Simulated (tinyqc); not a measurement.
Koster-Slater impurity in an sp3s* host: sweeps and comparisons. A value that a table varies takes the place of the one given here.

sp3s* tight binding, nearest neighbours only: anion (a) at 0, cation (c) at a/4 (1,1,1), orbitals s, px, py, pz, s* on each; k in units of 2 pi/a. With phases e_j = exp(i (pi/2) k.n_j) for n = (1,1,1), (1,-1,-1), (-1,1,-1), (-1,-1,1): g0 = (e1+e2+e3+e4)/4, g1 = (e1+e2-e3-e4)/4, g2 = (e1-e2+e3-e4)/4, g3 = (e1-e2-e3+e4)/4. The diagonal holds the levels Esa, Epa, Exa (s*) and Esc, Epc, Exc. Anion-cation block: <sa|sc> = Vss g0; <sa|xc> = Vsapc g1; <xa|sc> = -Vscpa g1; <xa|xc> = Vxx g0; <xa|yc> = <ya|xc> = Vxy g3, <xa|zc> = <za|xc> = Vxy g2, <ya|zc> = <za|yc> = Vxy g1; <s*a|xc> = Vxapc g1; <xa|s*c> = -Vpaxc g1; y and z take g2 and g3 in place of g1; s-s* and s*-s* vanish.

A defect on an anion site (a) shifts the s level there by Vs or the three p levels by Vp and leaves the rest. A level in the gap solves 1/Vs = G_s(E) (symmetry A1) or 1/Vp = G_p(E) (T2, threefold), with G(E) = (1/N^3) sum over k and bands of w/(E - e), where w is the weight of the state on the s orbital of that site, or the mean weight on its px, py, pz. Mesh: k = f1 (-1,1,1) + f2 (1,-1,1) + f3 (1,1,-1), f = (j + 1/2)/N, j = 0 to N - 1. Energies from the top of the valence band at Gamma; the s* orbital of the site is left as it is. An infinite shift removes the s or p orbitals, the model of the ideal vacancy: G(E) = 0.

Values chosen for the exercise (out of a larger set: near a published set for Si; not measured data):
- p = (-4.212, 1.711, -4.212, 1.711, 6.694, 6.694, -8.299, 1.718, 4.563, 5.744, 5.744, 5.38, 5.38) eV (order Esa, Epa, Esc, Epc, Exa, Exc, Vss, Vxx, Vxy, Vsapc, Vscpa, Vxapc, Vpaxc)
- N = 6 (mesh)
- V = -8.5 eV (shift of the p levels)

## Level against strength of the defect

Eg (smallest gap of the host) = 1.18209 eV

A dash: no level in the gap from 0 to Eg. The last row is the ideal vacancy.

Levels (eV above the valence band):

| shift (eV) | A1 | T2 |
|---|---|---|
| -40 | - | 0.668 |
| -20 | - | 0.803 |
| -12 | 0.156 | 0.948 |
| -8 | 0.526 | 1.072 |
| -5 | 0.903 | 1.176 |
| -3 | 1.157 | - |
| +3 | - | - |
| +5 | - | - |
| +8 | - | - |
| +12 | - | 0.066 |
| +20 | - | 0.221 |
| +40 | - | 0.365 |
| vacancy | - | 0.519 |

A1: a level lies in the gap for the attractive shifts -3, -5, -8 and -12 eV, and no repulsive one does; G has no zero in the gap, so there is no vacancy level there and a strong enough shift drives the level out through the far edge. T2: a level lies in the gap for the attractive shifts -5, -8, -12, -20 and -40 eV and for the repulsive +12, +20 and +40 eV; both branches tend to the vacancy level, 0.519 eV, which pins them. A level passes the edges where the shift equals 1/G, a value that is sensitive to the mesh there: on this one 1/G(0) = -14.3 and 1/G(Eg) = -2.7 eV for s, 9.6 and -4.8 eV for p.

## Convergence with the mesh

The same level (G_p = 1/V) on meshes of growing size; a dash: no level from 0 to Eg.

Mesh:

| N | points | G_p(Eg/2) (1/eV) | level (eV) |
|---|---|---|---|
| 2 | 8 | -0.01077 | 1.0514 |
| 3 | 27 | -0.01131 | 1.0602 |
| 4 | 64 | -0.01170 | 1.0617 |
| 6 | 216 | -0.01187 | 1.0546 |
| 8 | 512 | -0.01188 | 1.0551 |

Against N = 8, G at mid-gap is off by +0.00111 at N = 2 and +0.00001 1/eV at N = 6; the level moves by +0.5 meV from N = 6 to 8. Errors in G are magnified in the level by 1/|dG/dE|, and a level near a band edge needs the finest mesh, since the sum there is ruled by few points.

(tinyqc, `OMP_NUM_THREADS=1 python tinyqc.py 1481072 1481073 out.jsonl`, Intel(R) Xeon(R) Processor @ 2.30GHz, 1 thread, shared host, about 0.04 s.)
